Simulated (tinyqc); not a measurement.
From results back to parameters: k.p values derived from sp3s* tight binding at Gamma. Two cases, with inputs chosen for the exercise.

Problem. The electron mass obeys m0/m = A + Ep/EG, where A gathers the direct term and the higher bands, and Ep = P^2/c with c = hbar^2/2m0, P = (a/4)(sa pc Vsapc + sc pa Vscpa). The mass comes from a hidden Vscpa (s cation, p anion); sa, sc are the anion and cation parts of S+, the upper s level at Gamma, and pa, pc those of P-, the lower p level (P+ is the upper one).

Constants: hbar^2/2m0 = 3.80998211 eV angstrom^2.

Find: Ep; Vscpa.

Method. Ep = (m0/m - A) EG gives |P|; both terms of P have the sign of sc pa, and the linear relation gives Vscpa. A is held fixed, though its part from P+ also depends on Vscpa.

Case 1.

Values chosen (out of a larger set: near a published set for SiC, fitted to gaps, whose masses and valley positions are rough; not measured data): a = 4.358 angstrom (lattice constant); Vsapc = 9.569 eV (s anion, p cation).

m = 0.4493360 m0
A = -2.43858
EG = 5.793813 eV

sa, sc, pa, pc: 0.652761  -0.757564  0.819018  -0.573767

Solution.

Ep = 27.02 eV
Vscpa = 9.23 eV

Case 2.

Values chosen (out of a larger set: near a published set for AlAs, fitted to gaps, whose masses and valley positions are rough; not measured data): a = 5.657 angstrom (lattice constant); Vsapc = 5.158 eV (s anion, p cation).

m = 0.2977761 m0
A = -1.61534
EG = 3.050700 eV

sa, sc, pa, pc: 0.531824  -0.846855  0.887283  -0.461226

Solution.

Ep = 15.17 eV
Vscpa = 5.47 eV

Computed by tinyqc, one run a case: `OMP_NUM_THREADS=1 python tinyqc.py N N+1 out.jsonl` with N = 1452834, 1452865; one thread of a shared Intel(R) Xeon(R) Processor @ 2.30GHz, about 0.01 s a run at most.
